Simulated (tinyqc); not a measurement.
Which input was changed? Model: out-diffusion of a doped substrate or buried layer into a growing epitaxial film. Computed by tinyqc, a small Python program. Command: `OMP_NUM_THREADS=1 python tinyqc.py 3024912 3024913 out.jsonl buried which`. One thread of a shared host (Intel(R) Xeon(R) Processor @ 2.30GHz), about 0.03 s of CPU time with the checks.

x is counted from the original substrate surface into the film, whose surface moves as x = v t. Substrate dopant has one diffusivity; the dopant of the film is taken as uniform.

Inputs (values chosen for the exercise, modelled on phosphorus in silicon):

| quantity | value | unit |
|---|---|---|
| prefactor D0 | 4.54 | cm^2/s |
| activation energy E | 3.67 | eV |
| substrate concentration C_s | 7.8e+19 | 1/cm^3 |
| film doping C_e | 3.9e+15 | 1/cm^3 |
| growth rate v | 1 | um/min |
| film thickness d | 7.3 | um |
| growth temperature T | 1000 | C |
| autodoping level at the start, as a share of C_s | 0.0007 | - |
| decay length of autodoping | 0.47 | um |
| later thermal budget (Dt)2 | 9.6e-11 | cm^2 |

Film doping: same type as the substrate.

Constants: k_B = 8.617333262e-05 eV/K.

Method:
- D = D0 exp(-E/(k_B T)); growth time t = d/v; l = 2 sqrt(D t); growth number G = v t/l = d/l; 1 um = 1e-4 cm.
- Temperatures in kelvin are T(C) + 273.15.
- After growth and the later budget: l2 = 2 sqrt(D t + (Dt)2); C(x) = (C_s/2) erfc(x/l2) + share x C_s exp(-x/decay length) for x > 0 (autodoping taken as unchanged by the later budget). The transition x_t solves C(x) = C_e, where the total doping is twice the intended value.
- Usable film = d - x_t. Also give x_t for the erfc term alone, after growth and after the later budget.

Task: One of these inputs alone was changed, within the range given: prefactor D0 (2.27 to 9.08); substrate concentration C_s (3.9e+19 to 1.56e+20); film doping C_e (1.95e+15 to 7.8e+15); later thermal budget (Dt)2 (4.8e-11 to 1.92e-10). Which one, and to what value?

Results:

| run | x_t after growth, erfc alone (um) | x_t after the later budget, erfc alone (um) | usable film (um) |
|---|---|---|---|
| before | 0.1336374 | 0.5554131 | 6.059643 |
| after | 0.1516974 | 0.5600329 | 6.059643 |

Result:

Each candidate set to reproduce x_t after growth, erfc alone, and what it then gives:

| candidate | range searched | value needed | x_t after the later budget, erfc alone (um) | usable film (um) |
|---|---|---|---|---|
| prefactor D0 (cm^2/s) | 2.27 to 9.08 | 5.850 | 0.56003 | 6.0596 |
| substrate concentration C_s (1/cm^3) | 3.9e+19 to 1.56e+20 | out of reach | - | - |
| film doping C_e (1/cm^3) | 1.95e+15 to 7.8e+15 | out of reach | - | - |
| later thermal budget (Dt)2 (cm^2) | 4.8e-11 to 1.92e-10 | no effect | - | - |

Only prefactor D0 fits every result: it went from 4.54 to 5.85 cm^2/s. No other candidate reaches the first result within its range.

Caution: the substrate doping is comparable to or above the intrinsic density at growth temperature, so the diffusivity may be higher on that side.
